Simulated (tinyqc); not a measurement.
## CMOS inverter, nodal equation and switching: effect of the temperature

An n-channel pull-down (bn, VTn) and a p-channel pull-up (bp, VTp) share the input Vin and the output node Vout, which carries the load C. Transistor (EKV form, voltages against the body): I = 2 n b Vt^2 [F(vp - Vs) - F(vp - Vd)] from drain to source, F(v) = ln^2(1 + exp(v/(2 Vt))), vp = (Vg - VT + sg |Vd - Vs|)/n. n-channel bodies are at 0; for the p-channel device all voltages are counted down from Vdd. b in uA/V^2 gives I in uA. Static: In = Ip. Transient: C dVout/dt = Ip - In. No velocity saturation, no gate capacitance beyond C.

VM solves In = Ip with Vin = Vout; VIL and VIH are the inputs of gain -1, NML = VIL - Vout(VIH), NMH = Vout(VIL) - VIH. For a step input the delay to Vdd/2 is tHL = C times the integral of dV/(In - Ip) from Vdd/2 to Vdd at Vin = Vdd, and tLH likewise with Ip - In from 0 to Vdd/2 at Vin = 0. Thresholds, gain factors and n are held fixed.

Values chosen for this exercise: supply voltage Vdd = 0.7 V; slope factor n = 1.22; drain-induced barrier lowering sg = 0.033; n-channel threshold VTn = 0.37 V; p-channel threshold (magnitude) VTp = 0.31 V; gain factor of the pull-down transistor bn = 630 uA/V^2; gain factor of the pull-up transistor bp = 820 uA/V^2; load capacitance C = 3.2 fF.

Constants: q = 1.602176634e-19 C, kB = 1.380649e-23 J/K, Vt = kB T/q. Results are converted to the units shown.

Effect of the temperature:
```
T (K)  VM (V)  gain at VM  NML (V)  NMH (V)  tHL (ps)  tLH (ps)
220    0.3836      -30.30   0.3417   0.2721     35.96     20.09
250    0.3842      -30.30   0.3385   0.2678     35.96     20.09
280    0.3847      -30.30   0.3353   0.2634     35.94     20.09
310    0.3853      -30.29   0.3321   0.2590     35.91     20.09
340    0.3858      -30.26   0.3288   0.2546     35.86     20.09
370    0.3864      -30.19   0.3256   0.2503     35.80     20.08
400    0.3869      -30.07   0.3224   0.2459     35.72     20.06
430    0.3875      -29.86   0.3191   0.2415     35.61     20.04
```

As T goes from 220 to 430 K, VM rises from 0.384 to 0.387 V, the size of the gain falls from 30.3 to 29.9, tHL falls from 36.0 to 35.6 ps and tLH stays near 20.1 ps. The smaller margin is largest, 0.272 V, at T = 220 K among the rows.

Computed by the program tinyqc: `OMP_NUM_THREADS=1 python tinyqc.py 2340161 2340162 out.jsonl`, one thread of a shared Intel Xeon 2.30GHz, about 0.06 s for the whole run.
